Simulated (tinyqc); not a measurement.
# Surface potential of a MOS transistor: implicit equation and explicit approximations: effects of single changes

p-type body, charge-sheet picture, depletion and inversion only, full ionisation (an idealisation for deep acceptors), Boltzmann statistics (rough once Na exp(x - xn) passes about Nc/7). In units of Vt: xg = (Vg - Vfb)/Vt, x = psi/Vt, G = gamma/sqrt(Vt), xn = (2 phiF + Vc)/Vt. The implicit equation is (xg - x)^2 = G^2 [x - 1 + exp(x - xn)] for x above about 3. Cox = eps0 eox/tox.

Values chosen for this exercise; band and dielectric values close to those of silicon: temperature T = 300 K; band gap Eg = 1.1 eV; relative permittivity eps_r = 11.6; conduction-band density of states at T Nc = 2.78e19 cm^-3; valence-band density of states at T Nv = 2.61e19 cm^-3; relative permittivity of the gate insulator (close to silicon dioxide) eox = 3.9; insulator thickness tox = 2.3 nm; acceptor density Na = 3.7e16 cm^-3; flat-band voltage Vfb = -0.98 V; channel-body voltage Vc = 0 V; gate-body voltage Vg = 0.03 V.

Constants: q = 1.602176634e-19 C, kB = 1.380649e-23 J/K, Vt = kB T/q, eps0 = 8.8541878128e-14 F/cm where lengths are in cm. Results are converted to the units shown.

Each table varies one quantity; the others keep the values above.

## Accuracy of the approximations against gate voltage

ni = sqrt(Nc Nv) exp(-Eg/(2 Vt)), Eg in volts; phiF = Vt ln(Na/ni); gamma = sqrt(2 q eps0 eps_r Na)/Cox; VT = Vfb + Vt (xn + G sqrt(xn - 1)). Depletion value a = 1 + [sqrt(G^2/4 + xg - 1) - G/2]^2; inversion value b = xn + ln[(xg - xn)^2/G^2 - xn + 1] and first guess y = min(a, b) - ln(1 + exp(-|a - b|)) if a > xn + 1, else b = y = a; one second-order correction with D = exp(y - xn), p = 2 (xg - y) + G^2 (1 + D), w = (xg - y)^2 - G^2 (y - 1 + D): z = y + 2 w/(p + sqrt(p^2 - 2 (2 - G^2 D) w)), or the Newton step z = y + w/p where the root is not real. N_inv = (Cox Vt G/q) [sqrt(x - 1 + exp(x - xn)) - sqrt(x - 1)] at the root. Lambert form (Cox m Vt/q) W0[(G/(2 m sqrt(xn - 1))) exp((Vg - VT)/(m Vt))], m = 1 + G/(2 sqrt(xn - 1)). Errors under 1e-4 mV, and the linear form below VT, are printed as 0.

Results:

| Vg (V) | psi (V) | x - xn | error of y (mV) | error of z (mV) | N_inv (cm^-2) | Cox (Vg - VT)/q (cm^-2) | Lambert form (cm^-2) |
|---|---|---|---|---|---|---|---|
| -0.56 | 0.3765 | -14.81 | 0 | 0 | 5581 | 0 | 3453 |
| -0.16 | 0.7562 | -0.1179 | 0.940 | 0 | 9.187e9 | 0 | 9.238e9 |
| 0.04 | 0.8801 | 4.674 | 30.9 | 11.1 | 6.745e11 | 1.854e12 | 7.669e11 |
| 0.24 | 0.9243 | 6.383 | 23.9 | 7.71 | 2.118e12 | 3.728e12 | 2.357e12 |
| 0.44 | 0.9492 | 7.347 | 17.9 | -4.28 | 3.750e12 | 5.602e12 | 4.092e12 |
| 0.64 | 0.9664 | 8.014 | 14.4 | -1.41 | 5.457e12 | 7.476e12 | 5.875e12 |
| 0.84 | 0.9795 | 8.521 | 12.1 | -0.716 | 7.203e12 | 9.350e12 | 7.681e12 |
| 1.04 | 0.9901 | 8.930 | 10.5 | -0.425 | 8.974e12 | 1.122e13 | 9.502e12 |

Estimate the missing row, Vg = -0.36 V.

Computed row:

| Vg (V) | psi (V) | x - xn | error of y (mV) | error of z (mV) | N_inv (cm^-2) | Cox (Vg - VT)/q (cm^-2) | Lambert form (cm^-2) |
|---|---|---|---|---|---|---|---|
| -0.36 | 0.5660 | -7.476 | 6.97e-4 | 0 | 6.862e6 | 0 | 5.752e6 |

With this row back in the table: psi rises from 0.376 to 0.990 V and ends 8.9 Vt above 2 phiF + Vc. Among the rows the first guess is off by at most 31 mV (at Vg = 0.04 V) and the corrected value by at most 11 mV. In the last row the linear form is 25 % above N_inv and the Lambert form 5.9 % above it; in the first row the Lambert form is 38 % below it. For Vg = 0.04, 0.24, 0.44, 0.64, 0.84, 1.04 the electron quasi-Fermi level lies less than 2 Vt below the band edge at the surface, or above it, where degeneracy and confinement, left out, matter.

## Effect of the acceptor density at fixed gate voltage

Same model as above.

Vfb is held fixed.

Effect of the acceptor density at fixed gate voltage:

| Na (cm^-3) | psi (V) | x - xn | error of y (mV) | error of z (mV) | N_inv (cm^-2) | Cox (Vg - VT)/q (cm^-2) | Lambert form (cm^-2) |
|---|---|---|---|---|---|---|---|
| 1.2e15 | 0.8154 | 9.028 | 40.7 | 19.1 | 1.714e12 | 3.918e12 | 2.222e12 |
| 2.7e15 | 0.8317 | 8.036 | 39.9 | 18.4 | 1.504e12 | 3.474e12 | 1.900e12 |
| 5.9e15 | 0.8468 | 7.059 | 38.7 | 17.4 | 1.280e12 | 3.019e12 | 1.572e12 |
| 1.3e16 | 0.8612 | 6.037 | 36.8 | 15.7 | 1.021e12 | 2.520e12 | 1.215e12 |
| 2.8e16 | 0.8733 | 4.970 | 32.9 | 12.5 | 7.292e11 | 1.977e12 | 8.400e11 |
| 6.2e16 | 0.8804 | 3.655 | 22.1 | -6.15 | 3.899e11 | 1.322e12 | 4.317e11 |
| 1.4e17 | 0.8692 | 1.591 | 3.73 | -3.61e-3 | 8.929e10 | 5.050e11 | 9.329e10 |
| 3e17 | 0.8226 | -1.734 | 0.479 | 0 | 5.010e9 | 0 | 4.872e9 |

What does the table show?

As Na goes from 1.2e15 to 3e17, psi goes from 0.815 through a maximum of 0.880 (at Na = 6.2e16 among the rows listed) to 0.823 V, x - xn falls from 9.03 to -1.73 and N_inv falls from 1.71e12 to 5.01e9 cm^-2. The Lambert form lies between 0.973 and 1.30 times N_inv. For Na = 1.2e15, 2.7e15, 5.9e15, 1.3e16, 2.8e16 the electron quasi-Fermi level lies less than 2 Vt below the band edge at the surface, or above it, where degeneracy and confinement, left out, matter.

Computed by the program tinyqc: `OMP_NUM_THREADS=1 python tinyqc.py 2122007 2122008 out.jsonl`, one thread of a shared Intel Xeon 2.30GHz, about 0.01 s for the whole run.
